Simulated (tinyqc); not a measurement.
Inside a calculation. Model: drifting, spreading and decaying minority pulse (Haynes-Shockley), explicit time steps.

tinyqc, about 0.01 s, one thread, Intel Xeon 2.30GHz (shared host): `OMP_NUM_THREADS=1 python tinyqc.py 2310134 2310135 out.jsonl` Printed values are rounded.

Low injection in a uniform field: dn/dt = D d2n/dx2 - v dn/dx - n/tau with D = mu Vt and v = mu F towards +x. Exact solution on an infinite bar for a Gaussian start at x0: n = N0 exp(-t/tau) exp(-(x - x0 - v t)^2/(2 s^2))/sqrt(2 pi s^2), s^2 = s0^2 + 2 D t.

Inputs (values chosen for the exercise); mobility close to that of indium phosphide at room temperature: temperature T = 300 K; minority-carrier mobility mu = 200 cm^2/(V s); sweep field along the drift F = 3 V/cm; mesh step hx = 54 um; lifetime tau = 0.00013 s; injected sheet density N0 = 2e10 cm^-2; time step dt = 1.9e-6 s; initial width (standard deviation) s0 = 63 um.

Constants: q = 1.602176634e-19 C, kB = 1.380649e-23 J/K, Vt = kB T/q. Results are converted to the units shown.

## Coefficients of the scheme

Exponentially fitted fluxes: d = F hx/Vt, B(d) = d/(exp(d) - 1), k = D dt/hx^2; (L n)_i = a n_(i-1) + b n_i + c n_(i+1) with a = k B(-d), c = k B(d), b = -a - c - dt/tau. Explicit steps keep n positive for dt up to 1/[(D/hx^2)(B(d) + B(-d)) + 1/tau].

D = 5.17040 cm^2/s
v = 600 cm/s
d = 0.626644
a = 0.453400
b = -0.710304
c = 0.242289
positivity limit of dt = 2.67491e-6 s

dt is 0.71 times the explicit limit. On this mesh the fitted flux acts like a diffusion coefficient (d/2) coth(d/2) D = 1.03 D for a travelling pulse, before the error of the time steps.

## Initial pulse

Nodes x_i = i hx, i = 1 to 10, n = 0 at nodes 0 and 11; the Gaussian at t = 0 with x0 = 4 hx.

n at t = 0, node 1 to 10 (in units of 1e12 cm^-3): 0.04643  0.29138  0.87713  1.26648  0.87713  0.29138  0.04643  0.00355  0.00013  0.00000

## Step 1: densities after a time step

(L n)_i = a n_(i-1) + b n_i + c n_(i+1), n = 0 beyond the ends. Explicit step: n(new) = n + L n.

n at t = 1 dt, node 1 to 10 (in units of 1e11 cm^-3): 0.84047  3.17978  6.93064  9.77103  8.98921  4.93348  1.46419  0.22109  0.01647  0.00060

## Step 2: densities after a time step

As before.

n at t = 2 dt, node 1 to 10 (in units of 1e11 cm^-3): 1.01391  2.98146  5.81690  8.15096  8.22965  5.85967  2.71458  0.73190  0.10516  0.00764

## Step 3: densities after a time step

As before.

n at t = 3 dt, node 1 to 10 (in units of 1e11 cm^-3): 1.01610  2.73279  5.01181  6.99264  7.49947  6.08656  3.62051  1.46830  0.36416  0.04989

## Course in time

The same steps, now on nodes 1 to 60 (n = 0 at nodes 0 and 61), for 24 steps; centre = sum x n/sum n. Deviations are from the exact pulse, as a share of its largest value on the nodes; a run counts as stable if they stay under 100 %.

Course of the iteration:
```
step  hx sum n (cm^-2)  centre (um)  most negative n (cm^-3), 0 if none  largest deviation (% of the peak)
1           1.96274e10      228.491                                   0                               3.22
2           1.92305e10      241.433                                   0                               4.18
3           1.88168e10      254.785                                   0                               3.46
4           1.84089e10      268.278                                   0                               3.79
5           1.80147e10      281.791                                   0                               3.73
6           1.76369e10      295.264                                   0                               5.04
7           1.72759e10      308.666                                   0                               6.26
8           1.69309e10      321.985                                   0                               7.19
9           1.66008e10      335.215                                   0                               8.00
...                ...          ...                                 ...                                ...
16          1.46144e10      425.507                                   0                               11.0
17          1.43664e10      438.123                                   0                               11.1
18          1.41254e10      450.681                                   0                               11.1
19          1.38908e10      463.184                                   0                               11.3
20          1.36624e10      475.637                                   0                               11.4
21          1.34396e10      488.041                                   0                               11.6
22          1.32223e10      500.401                                   0                               11.7
23          1.30100e10      512.720                                   0                               11.8
24          1.28025e10      524.998                                   0                               11.9
```

The run is stable. After 24 steps the deviation is 12 % of the peak. From step 1 to the last the centre has moved at 1.13 v and the content is 9.1 % below N0 exp(-t/tau). On an endless mesh these steps would give a speed of 1.01 v and a content of 0.997 times the exact one, from dt/tau = 0.0146 alone; the rest comes from the absorbing ends.
